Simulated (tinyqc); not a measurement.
CIS on RHF in the sto-6g basis, for H6, spin multiplicity 1, step by step. One step of it, computed by the program tinyqc.

Task: CIS triplet states. Diagonalise A (1 hartree = 27.211386 eV); each vector has its largest component positive (the first on a tie).

CIS matrix A, triplet (hartree):
```
           1>4        1>5        1>6        2>4        2>5        2>6        3>4        3>5
1>4   0.741437   0.000000  -0.083970   0.000000  -0.130745   0.000000  -0.044972   0.000000
1>5   0.000000   1.080829   0.000000  -0.130745   0.000000   0.132057   0.000000   0.052183
1>6  -0.083970   0.000000   1.349433   0.000000   0.132057   0.000000  -0.130458   0.000000
2>4   0.000000  -0.130745   0.000000   0.698860   0.000000   0.055080   0.000000   0.141547
2>5  -0.130745   0.000000   0.132057   0.000000   0.934331   0.000000   0.141547   0.000000
2>6   0.000000   0.132057   0.000000   0.055080   0.000000   1.354252   0.000000  -0.134154
3>4  -0.044972   0.000000  -0.130458   0.000000   0.141547   0.000000   0.548342   0.000000
3>5   0.000000   0.052183   0.000000   0.141547   0.000000  -0.134154   0.000000   0.864272
3>6  -0.130458   0.000000  -0.090530   0.000000  -0.134154   0.000000  -0.051886   0.000000

           3>6
1>4  -0.130458
1>5   0.000000
1>6  -0.090530
2>4   0.000000
2>5  -0.134154
2>6   0.000000
3>4  -0.051886
3>5   0.000000
3>6   1.166562
```

Give: triplet excitation energies; lowest vectors.

Result:

triplet excitation energies (eV): [12.7347, 15.0106, 16.7512, 25.2658, 27.2087, 29.6491, 32.7153, 38.8714, 39.5748]

lowest vectors, order 1>4, 1>5, 1>6, 2>4, 2>5, 2>6, 3>4, 3>5, 3>6:
$$\begin{pmatrix}
0.1001 & 0.0000 & 0.8357 & 0.0000 & -0.4757 & 0.0000 \\
0.0000 & 0.2922 & 0.0000 & 0.0219 & 0.0000 & 0.8968 \\
0.1967 & 0.0000 & 0.0581 & 0.0000 & -0.2231 & 0.0000 \\
0.0000 & 0.8000 & 0.0000 & 0.5383 & 0.0000 & -0.2635 \\
-0.2931 & 0.0000 & 0.4441 & 0.0000 & 0.7564 & 0.0000 \\
0.0000 & -0.1849 & 0.0000 & 0.1827 & 0.0000 & -0.2852 \\
0.9285 & 0.0000 & 0.0184 & 0.0000 & 0.3241 & 0.0000 \\
0.0000 & -0.4903 & 0.0000 & 0.8224 & 0.0000 & 0.2120 \\
0.0569 & 0.0000 & 0.3173 & 0.0000 & 0.2162 & 0.0000
\end{pmatrix}$$
